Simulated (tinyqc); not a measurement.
What each parameter does: pair of shallow donors (hydrogen-like orbitals).

Each donor has the orbital exp(-r/a); energy unit Ha* = q/(eps a), q = e^2/(4 pi eps0), so that a lone donor is bound by Ha*/2; x = R/a. One electron: S = (1 + x + x^2/3) exp(-x), j = 1/x - (1 + 1/x) exp(-2x), k = (1 + x) exp(-x); levels E(+/-) = -1/2 - (j +/- k)/(1 +/- S) in Ha*, without the repulsion of the ions, split by D = |E(-) - E(+)|. In six valleys the overlaps S and k are multiplied by v = [cos(K Rx) + cos(K Ry) + cos(K Rz)]/3, K = k0 (2 pi/a_lat), for isotropic envelopes and the symmetric valley state.

Two electrons, Heitler-London: with S' = (1 - x + x^2/3) exp(x), C = 1/x - exp(-2x)(1/x + 11/8 + 3x/4 + x^2/6), X = (1/5){exp(-2x)(25/8 - 23x/4 - 3x^2 - x^3/3) + (6/x)[S^2 (0.5772157 + ln x) + S'^2 Ei(-4x) - 2 S S' Ei(-2x)]}, Q = C - 2j + 1/x and A = X - 2 S k + S^2/x, the singlet and triplet lie at (Q +/- w A)/(1 +/- w S^2) from two lone donors, with the valley weight w = v^2; the exchange is J = triplet - singlet.

Constants: e^2/(4 pi eps0) = 14.39964547 eV angstrom.

Parameters, chosen for this exercise (near those of two donors in Si; not measured data):
- a = 19.1 angstrom (orbital radius)
- eps = 11.1 (dielectric constant)
- n = (14, 1, 0) a_lat (separation vector)
- a_lat = 5.431 angstrom (lattice constant)
- k0 = 0.854 2 pi/a_lat (valley position)

x, D = |E(-) - E(+)| and J.

One parameter was then changed.

Results before and after:
```
case         x  D (meV)  J (micro-eV)
base     3.991    5.335      1.01e+03
changed  3.991    2.142           171
```

Which of these changes was made? (a) a = 17.2 angstrom; (b) eps = 12.2; (c) k0 = 0.834 2 pi/a_lat; (d) n = (15, 1, 0) a_lat.

Answer: (c) k0 = 0.834 2 pi/a_lat. Of the candidates, run in turn, only this one gives the changed row.

All candidates:
```
case                       x  D (meV)  J (micro-eV)
base                   3.991    5.335      1.01e+03
a = 17.2 angstrom      4.432    4.260           587
eps = 12.2             3.991    4.854           922
k0 = 0.834 2 pi/a_lat  3.991    2.142           171
n = (15, 1, 0) a_lat   4.275    3.296           395
```

Program tinyqc; command `OMP_NUM_THREADS=1 python tinyqc.py 1250843 1250844 out.jsonl`; about 0.01 s on one thread of a shared Intel(R) Xeon(R) Processor @ 2.30GHz.
